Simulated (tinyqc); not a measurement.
Input admittance of a MOSFET at zero drain bias: distributed channel and distributed gate: one step of the calculation.

Source and drain grounded, strong inversion, w = 2 pi f, Cox = eps0 eox/tox. The channel is an RC line of resistance 1/(mu Cox Vo) per square fed from both ends, so one finger has the intrinsic admittance y = i w Cox L tanh(g)/g per width, g = (1/2) sqrt(i w tau), tau = L^2/(mu Vo). The vertical resistance rv/L is in series with y, the overlaps 2 i w Cov in parallel: y_t = 1/(1/y + rv/L) + 2 i w Cov. The gate strip is a line of Rsh/L per length loaded by y_t, so a finger has Y = y_t Wf tanh(k)/k, k = (Wf/sd) sqrt(y_t Rsh/L); the device has Nf Y.

Task. Low-frequency resistances and capacitance. Low-frequency limits, with c = Cox L and ct = c + 2 Cov: R_strip = Rsh Wf/(3 sd^2 L Nf), R_ch = (c/ct)^2 L/(12 mu Cox Vo Wf Nf), R_vert = (c/ct)^2 rv/(L Wf Nf), C = ct Wf Nf.

Values chosen for this exercise; values of the order met in silicon radio-frequency transistors: relative permittivity of the gate insulator (close to silicon dioxide) eox = 3.9; insulator thickness tox = 5.8 nm; channel length L = 0.6 um; finger width Wf = 2.1 um; number of fingers Nf = 32; channel mobility mu = 150 cm^2/(V s); gate overdrive Vo = 0.78 V; sheet resistance of the gate Rsh = 4.3 ohm/square; vertical resistivity of the gate stack rv = 0 ohm um^2; number of ends at which a finger is contacted sd = 2; overlap and fringe capacitance on each side Cov = 0.3 fF/um.

Constants: eps0 = 8.8541878128e-14 F/cm where lengths are in cm. Results are converted to the units shown.

Find: parts; sum; C; 1/(2 pi R C).

Result.

parts (ohm): strip 0.03919, channel 7.830, vertical 0
sum = 7.869 ohm
C = 280.4 fF
1/(2 pi R C) = 72.13 GHz

The channel term is the largest, 99.5 % of the sum.

Program tinyqc, `OMP_NUM_THREADS=1 python tinyqc.py 2262098 2262099 out.jsonl`; Intel Xeon 2.30GHz, shared host, one thread, about 0.01 s.
